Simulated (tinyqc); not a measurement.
Interface roughness in a thin film (subband fluctuation and scattering), step by step. Values are carried at full precision from step to step, so a last printed digit may differ when a step is redone from the rounded ones.

Square well of width t, barriers V0, c = hbar^2/2m0: E1 solves k t + 2 atan[(k/mz)/(kappa/mb)] = pi, k = sqrt(mz E/c), kappa = sqrt(mb (V0 - E)/c). One interface is rough, so the subband edge fluctuates by G dt with G = |dE1/dt| (central difference of 0.01 angstrom; 2 E1/t for hard walls).

Constants: hbar^2/2m0 = 3.80998211 eV angstrom^2; e^2/(4 pi eps0) = 14.39964547 eV angstrom; hbar = 6.58211957e-16 eV s.

Parameters, chosen for this exercise (near those of a thin GaN channel; shifted at random, so the results belong to these values and not to a real crystal):
- t = 28 angstrom (film thickness)
- mz = 0.205 m0 (confinement mass)
- V0 = 2 eV (barrier)
- mb = 0.34 m0 (barrier mass)
- D = 1.9 angstrom (rms height of the roughness)
- md = 0.195 m0 (mass in the plane)
- gv = 1 (valleys)
- Lc = 48 angstrom (correlation length)
- Ns = 2.8 x 1e12/cm^2 (sheet density)
- eps = 9.2 (mean dielectric constant at the channel)
- Lg = 120 angstrom (gate length)
- Wg = 250 angstrom (gate width)

## Sensitivity of the level to thickness

Give E1, G, the hard-wall values and the rms fluctuation G D.

E1 = 142.91 meV
G = |dE1/dt| = 7.9881 meV/angstrom

hard walls: E1 (meV) and G (meV/angstrom): 233.966  16.712

G D = 15.18 meV

Hard walls overstate G by a factor 2.09, and the scattering rate, which goes as G^2, by 4.38.

## The angular integrand

Gaussian roughness spectrum S(q) = pi D^2 Lc^2 exp(-q^2 Lc^2/4). Degenerate gas, taken to fill one subband (the second starts to fill once c kF^2/md exceeds E2 - E1, which is not tested here): kF = sqrt(2 pi Ns/gv), q = 2 kF sin(theta/2), 1/tau = (md/(2 pi c hbar)) G^2 times the integral from 0 to pi of S(q)(1 - cos theta)/eps(q)^2 dtheta, eps(q) = 1 + qs/q with screening (qs = gv md q0/(c eps), q0 = e^2/(4 pi eps0), form factors left out, which overstates the screening; other scattering is left out too, so these values lie far above measured mobilities in all but the thinnest films) or 1 without; mobility = tau c2/md with c2 = e/m0 = 1.75882e15 cm^2/(V s^2); 1e12/cm^2 = 1e-4/angstrom^2.

kF, qs, and exp(-q^2 Lc^2/4)(1 - cos theta) without and with the factor 1/eps^2 at theta = 30, 60, ..., 180 degrees.

kF = 0.04194 1/angstrom
qs = 0.0801 1/angstrom

Integrand:

| theta | q (1/angstrom) | bare | eps(q) | screened |
|---|---|---|---|---|
| 30 | 0.0217 | 0.102 | 4.69 | 0.00464 |
| 60 | 0.0419 | 0.182 | 2.91 | 0.0214 |
| 90 | 0.0593 | 0.132 | 2.35 | 0.0239 |
| 120 | 0.0726 | 0.0717 | 2.10 | 0.0162 |
| 150 | 0.0810 | 0.0425 | 1.99 | 0.0107 |
| 180 | 0.0839 | 0.0347 | 1.95 | 0.00909 |

kF Lc = 2.01: the spectrum cuts off large angles, and the bare integrand is largest at 60 degrees among these rows.

## Scattering time and mobility

Integrate over theta.

Results:

| case | integral | tau (fs) | mobility (cm^2/(V s)) |
|---|---|---|---|
| bare | 0.2864 | 169.2 | 1526 |
| screened | 0.04263 | 1137 | 1.025e+04 |

Screening raises the mobility by a factor 6.7. With it kF l = 119, so by this rate the carriers are far from localisation. Phonons, and the gate field that presses carriers to the wall, limit real channels far below this value.

## Threshold variation

Averaged over an area A = Lg Wg much larger than Lc^2, the thickness varies by D sqrt(pi Lc^2/A), so sigma(Vt) = G D Lc sqrt(pi/A)/e; the Pelgrom coefficient is sigma sqrt(A) (1 micrometre = 1e4 angstrom).

rms of the mean thickness = 0.933 angstrom
sigma(Vt) = 7.455 mV
coefficient = 0.129 mV micrometre

The electrostatic effect of the thickness is left out. Lc is not small against the gate, so the averaging formula overstates the variation.

## Checks

- G from the envelope at the wall, psi(t/2)^2 (E1 + c mz (kappa/mb)^2), against the difference quotient, meV/angstrom: both 7.988.
- Bare integral for Lc -> 0 against pi: both 3.1416.

tinyqc: `OMP_NUM_THREADS=1 python tinyqc.py 1281564 1281565 out.jsonl`; about 0.01 s, one thread, shared Intel(R) Xeon(R) Processor @ 2.30GHz.
